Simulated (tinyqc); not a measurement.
Inside a calculation. Method: lattice vibrations of a chain. One step of it, computed by the program tinyqc.

Question. Frequencies. omega^2 are the eigenvalues; wavenumber = 521.4708 sqrt(eigenvalue) 1/cm.

D(q) (eV/(angstrom^2 u)):
```
[[0.231934, -0.258764+0.011052i],
 [-0.258764-0.011052i, 0.293490]]
```

Give: eigenvalues; wavenumbers; weights |e|^2 of the mass-weighted modes.

Answer.

eigenvalues: [0.0019, 0.5235]

wavenumbers (1/cm): [22.7, 377.3]

weights |e|^2 of the mass-weighted modes, order atom 1, atom 2:
```
[[0.5590, 0.4410],
 [0.4410, 0.5590]]
```
